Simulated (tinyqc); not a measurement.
Lossy on-chip transmission line with skin effect: effect of the width of the strip.

A uniform line in a homogeneous dielectric: c = sqrt(er)/(c0 Z0), l = Z0 sqrt(er)/c0 (c0 = 299792458 m/s), g = w c td, w = 2 pi f. The resistance joins its limits as r = sqrt(r_dc^2 + r_hf^2), with r_dc = rho/(wd th), r_hf = kr rho/(2 delta (wd + th)), delta = sqrt(rho/(pi f mu0)), mu0 = 4 pi 1e-7 H/m; this is an interpolation, and internal inductance, up to 0.05 nH/mm at low frequency, is neglected.

gamma = sqrt((r + i w l)(g + i w c)) = alpha + i beta, Zc = sqrt((r + i w l)/(g + i w c)), roots with positive real part; loss 8.685889638 alpha in dB; phase velocity w/beta. ZL = 1/(1/RL + i w CL); reflection (ZL - Zc)/(ZL + Zc); Zin = Zc (ZL + Zc tanh(gamma len))/(Zc + ZL tanh(gamma len)); H = V_load/V_source = [Zin/(Zin + Rg)]/[cosh(gamma len) + (Zc/ZL) sinh(gamma len)]. Z0 is held fixed by scaling the dielectric height.

Values chosen for this exercise: thickness of the strip th = 0.58 um; resistivity rho = 2.2 uohm cm; relative permittivity er = 3; loss tangent td = 0.005; lossless impedance sqrt(l/c) Z0 = 50 ohm; factor for crowding and the return path kr = 1.2; length len = 0.4 mm; source resistance Rg = 25 ohm; load resistance RL = 1e5 ohm; load capacitance CL = 0 fF; frequency f = 7.6 GHz.

Results:
```
wd (um)	r (ohm/mm)	r/(w l)	loss (dB/mm)	|Zc| (ohm)	phase velocity over c0	length in wavelengths	|H| (dB)
0.42	91.62	6.642	4.063	129.6	0.2946	0.03443	0.01241
0.67	57.94	4.200	3.096	103.9	0.3548	0.02858	0.02184
1.1	35.68	2.587	2.265	83.27	0.4211	0.02408	0.02738
1.7	23.31	1.690	1.671	70.07	0.4750	0.02135	0.03021
2.6	15.37	1.114	1.202	61.18	0.5172	0.01960	0.03194
4.1	9.820	0.7119	0.8146	55.40	0.5475	0.01852	0.03311
10	4.063	0.2946	0.3553	51.05	0.5715	0.01774	0.03428
```

Estimate the missing row, wd = 6.5 um.

Computed row:
```
wd (um)	r (ohm/mm)	r/(w l)	loss (dB/mm)	|Zc| (ohm)	phase velocity over c0	length in wavelengths	|H| (dB)
6.5	6.228	0.4515	0.5344	52.37	0.5641	0.01798	0.03385
```

With this row back in the table: As wd goes from 0.42 to 10, the loss falls from 4.06 to 0.355 dB/mm, |Zc| falls from 130 to 51.1 ohm and |H| goes from 0.0124 to 0.0343 dB, with its highest value among the rows, 0.0343 dB, at wd = 10.

Computed by the program tinyqc: `OMP_NUM_THREADS=1 python tinyqc.py 2810144 2810145 out.jsonl`, one thread of a shared Intel Xeon 2.30GHz, about 0.01 s for the whole run.
